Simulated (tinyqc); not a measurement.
Inside a calculation. Model: off-state leakage of single and stacked transistors.

Computed by the program tinyqc: `OMP_NUM_THREADS=1 python tinyqc.py 2242076 2242077 out.jsonl`, one thread of a shared Intel Xeon 2.30GHz, about 0.04 s for the whole run. Printed values are rounded.

n-channel devices of unit width. Subthreshold current I(Vg, Vs, Vd) = I0 (T/300 K)^0.5 exp[(Vg - Vs - VT(T) - gb (Vs - Vb) + dd (Vd - Vs))/(nf Vt)] (1 - exp(-(Vd - Vs)/Vt)), VT(T) = VT - cT (T - 300 K). Gate-edge tunnelling Ig (Vd/1 V) exp(ag (Vd - 1 V)), for a gate at 0 V, and band-to-band leakage Ab u exp(-Bb/u), u = Vd - Vb + 1 V, flow at a drain held at V; both are taken as independent of T. In a stack of off transistors (all gates at 0 V) the same subthreshold current passes through each.

Values chosen for this exercise; values of the order met in bulk silicon logic transistors:
```
symbol,value,unit,meaning
T,358,K,temperature
V,1.1,V,supply voltage
VT,0.43,V,"threshold at 300 K, zero drain and body bias"
cT,0.5,mV/K,fall of the threshold with temperature
I0,0.54,uA/um,current at threshold at 300 K
nf,1.47,,slope factor
dd,0.09,,drain-induced lowering per volt
gb,0.17,,rise of the threshold per volt of source-body bias
Ig,1e-5,uA/um,gate-edge tunnelling current at 1 V
ag,3.8,1/V,exponential slope of the gate current
Ab,20,uA/(um V),prefactor of band-to-band leakage at the drain
Bb,28,V,its exponential voltage
Vb,0,V,body voltage
```

Constants: q = 1.602176634e-19 C, kB = 1.380649e-23 J/K, Vt = kB T/q. Results are converted to the units shown.

## Leakage of one transistor

Vg = Vs = 0, Vd = V; effective threshold VT(T) - gb Vb - dd V.

effective threshold = 0.302 V
parts (nA/um): subthreshold 0.7562116, gate edge 0.01608513, band-to-band 0.06802307
total = 0.8403198 nA/um
shares (%): subthreshold 89.99093, gate edge 1.914168, band-to-band 8.094902

The subthreshold part is the largest.

## Starting value

Vx = dd V/(1 + gb + 2 dd), the solution for Vx well above Vt, rounded to three decimals.

Vx at the start = 0.073 V

## Iteration 1: new Vx

Stack of two, Vx the node between them: I_low = I(0, 0, Vx), I_up = I(0, Vx, V), f = ln(I_up/I_low), f' = -(1 + gb + 2 dd)/(nf Vt) - 1/(Vt (exp(Vx/Vt) - 1)) - 1/(Vt (exp((V - Vx)/Vt) - 1)), Vx(new) = Vx - f/f'.

I_low = 0.08926662 nA/um
I_up = 0.09949203 nA/um
f = 0.1084498
f' = -33.12511 1/V
Vx after iteration 1 = 0.07627395 V

## Iteration 2: new Vx

As before.

I_low = 0.09078524 nA/um
I_up = 0.09084126 nA/um
f = 6.169592e-4
f' = -32.75602 1/V
Vx after iteration 2 = 0.07629278 V

## Iteration 3: new Vx

As before.

I_low = 0.09079374 nA/um
I_up = 0.09079374 nA/um
f = 1.875432e-8
f' = -32.75403 1/V
Vx after iteration 3 = 0.07629278 V

## Course of the iteration

Stop when the step is below 1e-11 V, or after 40 iterations.

Course of the iteration:
```
iteration  Vx before the step (V)  step (V)
1                           0.073   3.27e-3
2                      0.07627395   1.88e-5
3                      0.07629278  5.73e-10
4                      0.07629278   < 1e-15
```

Converged in 4 iterations. The subthreshold current of the stack is 0.09079 nA/um, 8.33 times less than that of one transistor (the drain leakage is unchanged); the estimate exp[dd V (1 + gb + dd)/((1 + gb + 2 dd) nf Vt)] gives 7.67.
